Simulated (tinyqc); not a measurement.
Nanowire ballistic transistor, top-of-the-barrier model: one step of the calculation.

At the top of the source barrier, states moving towards the drain are filled by the source (Fermi level 0) and states moving back by the drain (Fermi level -q Vd); nothing scatters. U is the shift of the band edge there, set by the capacitances CG, CD and CS (the total) and by the charge. Parabolic one-dimensional subband; the source is grounded.

Question. Self-consistent potential at the barrier top. eta1 = -(E0 + U)/Vt, eta2 = eta1 - Vd/Vt, n = (N0/2)[F_(-1/2)(eta1) + F_(-1/2)(eta2)], F_(-1/2)(x) = (1/sqrt(pi)) int_0^infinity u^(-1/2)/(1 + exp(u - x)) du. U(out) = UL + q (n - n0)/CS. Newton step: U(new) = U + (U(out) - U)/(1 + CQ/CS), CQ = (q/Vt) dn/d(eta1) with both F' summed; F' = dF_(-1/2)/dx.

Values chosen for this exercise; mass and valleys close to those of gallium arsenide: temperature T = 400 K; band edge at the barrier top above the source Fermi level at zero bias E0 = 0.18 eV; drain voltage Vd = 0.1 V.

Constants: q = 1.602176634e-19 C, kB = 1.380649e-23 J/K, Vt = kB T/q. Results are converted to the units shown.

U after iteration 1 = -0.35790696 eV
N0 = 1.4218330e6 cm^-1
CS = 6.7004636 pF/cm
n0 = 7643.5543 cm^-1
UL = -0.4298 eV

Wanted: eta1; eta2; n; U(out); CQ; U after iteration 2.

Answer.

eta1 = 5.161
eta2 = 2.260
n = 2.906e6 cm^-1
U(out) = -0.3605 eV
CQ = 2.205 pF/cm
U after iteration 2 = -0.3599 eV

Program tinyqc, `OMP_NUM_THREADS=1 python tinyqc.py 2400166 2400167 out.jsonl`; Intel Xeon 2.30GHz, shared host, one thread, about 0.06 s.
